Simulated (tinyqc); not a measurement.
Worked calculation: anisotropic elasticity and sound waves of a cubic crystal. Computed by tinyqc, a small Python program that keeps every step. Command: `OMP_NUM_THREADS=1 python tinyqc.py 3013192 3013193 out.jsonl cubicelastic walk`. One thread of a shared host (Intel(R) Xeon(R) Processor @ 2.30GHz), about 0.01 s of CPU time with the checks. Intermediate numbers are printed to about 5 digits and carried at full precision; extremes and crossings named in words are read from the listed rows.

Voigt order 1..6 = xx, yy, zz, yz, xz, xy, with engineering shear strains. The rotated frame has x' as named, z' along the wafer normal and y' = z' x x'.

Inputs (values chosen for the exercise, modelled on magnesium oxide):

| quantity | value | unit |
|---|---|---|
| C11 | 297.9 | GPa |
| C12 | 95.4 | GPa |
| C44 | 155.8 | GPa |
| density rho | 3.606 | g/cm^3 |
| expansion coefficient of the film | 10 | ppm/K |
| expansion coefficient of the substrate | 0.55 | ppm/K |
| cooling Delta T | 700 | K |

Frame: (110) wafer, x' along [001].

wave normal (not normalised): 1  4.5  3.2

## Compliances and anisotropy

S11 = (C11 + C12)/D, S12 = -C12/D, D = (C11 - C12)(C11 + 2 C12), S44 = 1/C44. Zener ratio A = 2 C44/(C11 - C12); S0 = S11 - S12 - S44/2; H = 2 C44 + C12 - C11.

S11 = 3.9743 1/TPa

S12 = -0.96401 1/TPa

S44 = 6.4185 1/TPa

Zener ratio A = 1.5388

S0 = 1.7290 1/TPa

H = 109.1 GPa

## Stiffness in the rotated frame

direction cosines a (rows x', y', z' in the cube axes):
```
         x        y       z
x'  0.0000   0.0000  1.0000
y'  0.7071  -0.7071  0.0000
z'  0.7071   0.7071  0.0000
```

C'_ijkl = C12 delta_ij delta_kl + C44 (delta_ik delta_jl + delta_il delta_jk) - H sum_m a_im a_jm a_km a_lm.

C' (GPa), lower triangle (symmetric):
```
        1       2       3       4       5       6
1  297.90
2   95.40  352.45
3   95.40   40.85  352.45
4    0.00    0.00    0.00  101.25
5    0.00    0.00    0.00    0.00  155.80
6    0.00    0.00    0.00    0.00    0.00  155.80
```

No normal-shear coupling appears in this frame.

## Moduli along the axes of the frame

Invert C' to S'. E along x' = 1/S'11, along y' = 1/S'22; Poisson ratios nu(x'y') = -S'12/S'11 and nu(x'z') = -S'13/S'11; in-plane shear modulus 1/S'66.

E along x' = 251.62 GPa

E along y' = 321.57 GPa

nu(x'y') = 0.24256

nu(x'z') = 0.24256

in-plane shear modulus = 155.8 GPa

E differs between x' and y' by -21.8 %.

## Thermal stress in a film with this orientation

On cooling, a thick substrate imposes eps_1 = eps_2 = (alpha_film - alpha_substrate) Delta T and eps_6 = 0; the free surface sets sigma_3 = sigma_4 = sigma_5 = 0, which fixes eps_3, eps_4, eps_5. Biaxial modulus M = (sigma_1 + sigma_2)/(2 eps); energy density M eps^2. Elastic response and constant coefficients are assumed.

in-plane strain = 6.615 per mille

elastic strain along the normal = -2.5572 per mille

stress along x' = 2357.7 MPa

stress along y' = 2858.1 MPa

biaxial modulus M = 394.24 GPa

energy density = 17.251 MJ/m^3

The film ends in tension. Caution: the thermal stress of this film exceeds 200 MPa, which can relax by slip, cracking or buckling in a real film.

## Sound waves along the wave normal

In the cube axes, with unit normal n: G_ij = (C12 + C44) n_i n_j + (C44 - H n_i^2) delta_ij, eigenvalues rho v^2, eigenvectors u (columns, largest component positive). Group velocity V_i = [(C12 + C44)(u.n) u_i + C44 n_i - H u_i^2 n_i]/(rho v); its angle to n has cosine v/|V|.

Christoffel matrix (GPa):
```
        x       y       z
x  160.31   35.90   25.53
y   35.90  247.18  114.87
z   25.53  114.87  202.01
```

phase velocities (m/s): 5455.2  6459.0  9876.5

polarisations:
```
       slow      fast  longitudinal
x   0.06884   0.97221       0.22375
y  -0.64366  -0.12808       0.75452
z   0.76221  -0.19596       0.61695
```

group speeds (m/s): 5622.8  6569.4  9920.1

angles between V and n (degree): 14.024  10.518  5.370

Energy flows off the wave normal by up to 14.0 degrees, for the slow transverse wave.

## Polycrystal bounds against single-crystal directions

B = (C11 + 2 C12)/3; Voigt G = (C11 - C12 + 3 C44)/5; Reuss G = 5/(4 (S11 - S12) + 3 S44); Hill is their mean; E = 9BG/(3B + G), nu = (3B - 2G)/(6B + 2G). Along <hkl>, with g = 0, 1/4, 1/3: 1/E = S11 - 2 S0 g; for a film with that normal C33 = C11 + 2 H g and M = [6B - (3B - C33) - (3B - C33)^2/C33]/2.

bulk modulus B = 162.9 GPa

Averages:

| average | G (GPa) | E (GPa) | nu |
|---|---|---|---|
| Voigt | 133.98 | 315.46 | 0.17725 |
| Reuss | 128.18 | 304.63 | 0.18832 |
| Hill | 131.08 | 310.07 | 0.18276 |

Directions:

| direction | E (GPa) | biaxial modulus M (GPa) |
|---|---|---|
| <100> | 251.62 | 332.20 |
| <110> | 321.57 | 394.24 |
| <111> | 354.41 | 410.86 |

The bounds on G differ by 4.5 %, while E varies by a factor 1.41 with direction; with A above 1 the stiffest axis is <111>. Under a fixed mismatch strain, grains with a <100> normal store the least energy.

Checks made by the program: E along x' against 1/E = S11 - 2 S0 (l^2 m^2 + m^2 n^2 + n^2 l^2) (relative difference below 1e-10); closed form of M against the matrix solution (relative difference below 1e-10).
